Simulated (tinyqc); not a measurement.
Speed against selectivity over temperature: anisotropic wet etching of Si(100): plane rates, V-grooves, membranes and undercut. Computed by tinyqc, a small Python program. Command: `OMP_NUM_THREADS=1 python tinyqc.py 3014814 3014815 out.jsonl wetetch walk`. One thread of a shared host (Intel(R) Xeon(R) Processor @ 2.30GHz), about 0.01 s of CPU time with the checks.

A long slot opens the mask on a (100) wafer. The floor etches at R100; (111) walls stand at theta = arctan(sqrt2) = 54.7356 degrees to the surface and recede at R111 along their normal.

Inputs (values chosen for the exercise, close to those used for tetramethylammonium hydroxide solutions): prefactor k0 of the (100) rate = 6.6e+08 um/min; activation energy of (100), E = 0.62 eV; ratio (100)/(111) at 80 C = 14; extra energy of (111), dE = 0.089 eV; ratio (100)/oxide at 80 C = 5000; extra energy of the oxide, dE_ox = 0.24 eV; misalignment of the mask = 0.2 degrees; wafer thickness d = 300 um; membrane thickness wanted = 24 um.

Constants: k_B = 8.617333262e-05 eV/K.

Method:
- R100 = k0 exp(-E/(k_B T)); a ratio given at 80 C scales as exp[(extra energy/k_B)(1/T - 1/353.15 K)]; R111 and R_ox follow by division.
- Temperatures in kelvin are T(C) + 273.15.
- Each row etches to the depth d - membrane; undercut per side = (R111/sin(theta) + R100 sin(misalignment)) x time.

Etching to a fixed depth:
```
T (C)  R100 (um/min)  R100/R111  time (h)  undercut (um)  oxide consumed (nm)
30            0.0325     22.678    141.43         15.869               15.033
40            0.0694     20.341     66.28         17.582               20.158
50            0.1413     18.367     32.55         19.368               26.544
60            0.2757     16.687     16.69         21.221               34.381
70            0.5173     15.245      8.89         23.136               43.866
80            0.9366     14.000      4.91         25.108               55.200
90            1.6414     12.917      2.80         27.133               68.589
100           2.7913     11.969      1.65         29.206               84.239
```

What does the comparison show, and why?

From 30 to 100 C the time falls by a factor 85.8, while the oxide loss grows by 5.60 and the undercut by 1.84: the slower planes and the mask have the higher activation energies, so heat costs selectivity. Misalignment gives 0.963 um of the undercut at any T.
